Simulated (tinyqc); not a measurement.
Inside a calculation. Method: CIS on RHF in the sto-3g basis, frozen core, for BeH+, spin multiplicity 1. One step of it, computed by the program tinyqc.

Task: Iteration 1: building the Fock matrix. J_ij = sum D_kl (ij|kl), K_ij = sum D_kl (ik|jl); F = H + J - 0.5 K; E = tr D H + tr D J / 2 - 0.25 tr D K + E_nn.

D at the start, order 1Be 1s, 1Be 2s, 1Be 2px, 1Be 2py, 1Be 2pz, 2H 1s:
```
[[1.989004, 0.009250, 0.000000, 0.000000, -0.123266, -0.181135],
 [0.009250, 0.205389, 0.000000, 0.000000, 0.275564, 0.344386],
 [0.000000, 0.000000, 0.000000, 0.000000, 0.000000, 0.000000],
 [0.000000, 0.000000, 0.000000, 0.000000, 0.000000, 0.000000],
 [-0.123266, 0.275564, 0.000000, 0.000000, 0.378974, 0.475469],
 [-0.181135, 0.344386, 0.000000, 0.000000, 0.475469, 0.596895]]
```

core Hamiltonian H = T + V (hartree), order 1Be 1s, 1Be 2s, 1Be 2px, 1Be 2py, 1Be 2pz, 2H 1s:
```
[[-8.283792, -2.040391, 0.000000, 0.000000, -0.020037, -0.649076],
 [-2.040391, -2.485968, 0.000000, 0.000000, -0.156918, -1.286730],
 [0.000000, 0.000000, -1.976520, 0.000000, 0.000000, 0.000000],
 [0.000000, 0.000000, 0.000000, -1.976520, 0.000000, 0.000000],
 [-0.020037, -0.156918, 0.000000, 0.000000, -2.101070, -1.296116],
 [-0.649076, -1.286730, 0.000000, 0.000000, -1.296116, -2.115731]]
```

Two-electron integrals (ij|kl) in chemists' order, unique and non-zero (hartree):
```
(11|11) 2.298831   (21|11) 0.392036   (21|21) 0.079539   (22|11) 0.570988
(22|21) 0.143041   (22|22) 0.417683   (31|31) 0.014607   (32|31) 0.021888
(32|32) 0.092265   (33|11) 0.569578   (33|21) 0.143083   (33|22) 0.417589
(33|33) 0.449859   (41|41) 0.014607   (42|41) 0.021888   (42|42) 0.092265
(43|43) 0.024249   (44|11) 0.569578   (44|21) 0.143083   (44|22) 0.417589
(44|33) 0.401360   (44|44) 0.449859   (51|51) 0.014607   (52|51) 0.021888
(52|52) 0.092265   (53|53) 0.024249   (54|54) 0.024249   (55|11) 0.569578
(55|21) 0.143083   (55|22) 0.417589   (55|33) 0.401360   (55|44) 0.401360
(55|55) 0.449859   (61|11) 0.121668   (61|21) 0.024644   (61|22) 0.044560
(61|33) 0.044231   (61|44) 0.044231   (61|51) 0.002235   (61|52) 0.004134
(61|55) 0.045242   (61|61) 0.008025   (62|11) 0.247717   (62|21) 0.062711
(62|22) 0.193961   (62|33) 0.187187   (62|44) 0.187187   (62|51) 0.008260
(62|52) 0.046776   (62|55) 0.207337   (62|61) 0.021418   (62|62) 0.125286
(63|31) 0.006323   (63|32) 0.028067   (63|53) 0.008522   (63|63) 0.012931
(64|41) 0.006323   (64|42) 0.028067   (64|54) 0.008522   (64|64) 0.012931
(65|11) 0.249909   (65|21) 0.064132   (65|22) 0.208234   (65|33) 0.195985
(65|44) 0.195985   (65|51) 0.013641   (65|52) 0.073573   (65|55) 0.232514
(65|61) 0.023116   (65|62) 0.154205   (65|65) 0.198300   (66|11) 0.411494
(66|21) 0.106151   (66|22) 0.363356   (66|33) 0.337158   (66|44) 0.337158
(66|51) 0.017970   (66|52) 0.125143   (66|55) 0.415428   (66|61) 0.037591
(66|62) 0.287435   (66|65) 0.378383   (66|66) 0.774606
```

nuclear repulsion = 1.66669988 hartree

Give: Coulomb J; exchange K; Fock matrix F; total energy of this density.

Result:

Coulomb J (hartree), order 1Be 1s, 1Be 2s, 1Be 2px, 1Be 2py, 1Be 2pz, 2H 1s:
```
[[5.5226, 1.0234, 0.0000, 0.0000, 0.0370, 0.3267],
 [1.0234, 1.9147, 0.0000, 0.0000, 0.2208, 1.0328],
 [0.0000, 0.0000, 1.8739, 0.0000, 0.0000, 0.0000],
 [0.0000, 0.0000, 0.0000, 1.8739, 0.0000, 0.0000],
 [0.0370, 0.2208, 0.0000, 0.0000, 1.9873, 1.1786],
 [0.3267, 1.0328, 0.0000, 0.0000, 1.1786, 2.1236]]
```

exchange K (hartree), order 1Be 1s, 1Be 2s, 1Be 2px, 1Be 2py, 1Be 2pz, 2H 1s:
```
[[4.5813, 0.8297, 0.0000, 0.0000, -0.0069, 0.2614],
 [0.8297, 0.5117, 0.0000, 0.0000, 0.4205, 0.6291],
 [0.0000, 0.0000, 0.0905, 0.0000, 0.0000, 0.0000],
 [0.0000, 0.0000, 0.0000, 0.0905, 0.0000, 0.0000],
 [-0.0069, 0.4205, 0.0000, 0.0000, 0.6041, 0.7789],
 [0.2614, 0.6291, 0.0000, 0.0000, 0.7789, 1.2031]]
```

Fock matrix F (hartree), order 1Be 1s, 1Be 2s, 1Be 2px, 1Be 2py, 1Be 2pz, 2H 1s:
```
[[-5.0519, -1.4318, 0.0000, 0.0000, 0.0205, -0.4530],
 [-1.4318, -0.8271, 0.0000, 0.0000, -0.1463, -0.5685],
 [0.0000, 0.0000, -0.1478, 0.0000, 0.0000, 0.0000],
 [0.0000, 0.0000, 0.0000, -0.1478, 0.0000, 0.0000],
 [0.0205, -0.1463, 0.0000, 0.0000, -0.4158, -0.5070],
 [-0.4530, -0.5685, 0.0000, 0.0000, -0.5070, -0.5937]]
```

total energy of this density = -14.633762 hartree
